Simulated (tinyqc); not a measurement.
Kronig-Penney superlattice by transfer matrices: sweeps and comparisons. A value that a table varies takes the place of the one given here.

Wells (width a, potential 0, mass mw) alternate with barriers (width b, height V0, mass mb); period d = a + b; c = hbar^2/2m0. The vector (psi, psi'/m) is continuous, and a layer of thickness t carries it by M = [[cos kt, (m/k) sin kt], [-(k/m) sin kt, cos kt]] with k = sqrt(m (E - V)/c); for E < V, k = i kappa gives [[cosh, (m/kappa) sinh], [(kappa/m) sinh, cosh]] of kappa t. A Bloch state obeys cos(q d) = tr(Mb Mw)/2.

Constants: hbar^2/2m0 = 3.80998211 eV angstrom^2.

Inputs chosen for the exercise (near those of an InGaAs superlattice with barriers of InAlAs; not measured data):
- a = 39 angstrom (well width)
- V0 = 0.5 eV (barrier height)
- mw = 0.0417 m0 (mass in the wells)
- mb = 0.0745 m0 (mass in the barriers)
- bs = (7.5, 11.2, 15, 19.5, 24, 30, 37.5) angstrom (barrier widths)
- b = 15 angstrom (barrier width)

## Barrier width

First miniband against b. m_z = -2 c f'/d^2 with f = tr M/2 at the bottom of the band. E1 is the level of the single well, kappa1 its decay constant in the barrier.

First miniband:

| b (angstrom) | bottom (eV) | top (eV) | W (meV) | ln W | m_z (m0) |
|---|---|---|---|---|---|
| 7.5 | 0.0713 | 0.3393 | 267.9 | 5.591 | 0.0493 |
| 11.2 | 0.0935 | 0.2814 | 187.8 | 5.236 | 0.0542 |
| 15.0 | 0.1107 | 0.2434 | 132.7 | 4.888 | 0.0605 |
| 19.5 | 0.1256 | 0.2149 | 89.35 | 4.493 | 0.0700 |
| 24.0 | 0.1362 | 0.1971 | 60.84 | 4.108 | 0.0824 |
| 30.0 | 0.1459 | 0.1828 | 36.84 | 3.607 | 0.105 |
| 37.5 | 0.1533 | 0.1732 | 19.87 | 2.989 | 0.148 |

E1 = 0.1626 eV
kappa1 = 0.0812 1/angstrom

W falls from 267.9 to 19.87 meV, and both edges close in on E1. The slope of ln W is -0.0960 per angstrom over the first two rows and -0.0823 over the last two, against -kappa1 = -0.0812: the width follows one power of the tunnelling amplitude once the wells couple weakly. m_z grows by a factor 3.0. Layers under about 10 angstrom are at the limit of envelope theory.

## From one barrier to a miniband

Transmission through N barriers separated by wells, between leads of the well material: T = 4/[(M11 + M22)^2 + (u M12 - M21/u)^2] with u = k/mw and M the product over all layers; twelve evenly spaced energies around the first miniband.

Transmission:

| E (eV) | tr M/2 of a period | N = 1 | N = 2 | N = 4 | N = 8 |
|---|---|---|---|---|---|
| 0.050937 | 2.659 | 0.132 | 0.00537 | 7.81e-06 | 1.65e-11 |
| 0.075067 | 1.920 | 0.178 | 0.0145 | 9.06e-05 | 3.53e-09 |
| 0.099196 | 1.275 | 0.217 | 0.0408 | 0.00209 | 6.27e-06 |
| 0.123326 | 0.718 | 0.250 | 0.139 | 0.977 | 0.915 |
| 0.147456 | 0.241 | 0.278 | 0.625 | 0.348 | 0.295 |
| 0.171585 | -0.164 | 0.304 | 0.802 | 0.531 | 0.312 |
| 0.195715 | -0.503 | 0.326 | 0.324 | 0.329 | 0.320 |
| 0.219845 | -0.781 | 0.347 | 0.179 | 0.530 | 0.257 |
| 0.243974 | -1.005 | 0.366 | 0.125 | 0.0331 | 0.00728 |
| 0.268104 | -1.180 | 0.383 | 0.100 | 0.00865 | 7.55e-05 |
| 0.292234 | -1.311 | 0.399 | 0.0879 | 0.00403 | 8.52e-06 |
| 0.316363 | -1.403 | 0.413 | 0.0821 | 0.00259 | 2.45e-06 |

5 of the energies lie in the miniband (|tr M/2| <= 1); there T for N = 8 runs between 0.257 and 0.915. In the gaps it falls with N: at E = 0.3164 eV from 0.00259 (N = 4) to 2.45e-06 (N = 8), a slope of ln T of -1.74 a period, against -2 arccosh|tr M/2| = -1.74.

## What each parameter does

Bottom and width of the first miniband, the gap above it, and m_z = -2 c f'/d^2 with f = tr M/2. Each row changes one parameter from the base and keeps the others.

Results:

| case | bottom (eV) | width (meV) | gap (meV) | m_z (m0) |
|---|---|---|---|---|
| base | 0.1107 | 132.7 | 308.3 | 0.0605 |
| a = 43 angstrom | 0.1006 | 113.1 | 279.1 | 0.0608 |
| b = 17 angstrom | 0.1179 | 111.1 | 319.6 | 0.0644 |
| V0 = 0.425 eV | 0.0972 | 142.6 | 277.3 | 0.0584 |
| mw = 0.0459 m0 | 0.1092 | 125.6 | 286.9 | 0.0642 |
| mb = 0.0857 m0 | 0.1093 | 116.0 | 326.2 | 0.0666 |

The largest shifts from the base row, up to three for each result and ties (the steps differ in size, so this ranks the rows, not the parameters). bottom (eV): V0 -0.0135, a -0.0101, b +0.0072. width (meV): b -21.6, a -19.6, mb -16.7. gap (meV): V0 -31.0, a -29.2, mw -21.4. m_z (m0): mb +0.0061, b +0.0039, mw +0.0037.

Run: tinyqc, `OMP_NUM_THREADS=1 python tinyqc.py 1251427 1251428 out.jsonl`; Intel(R) Xeon(R) Processor @ 2.30GHz, one thread, shared host; about 0.03 s of CPU time with all checks.
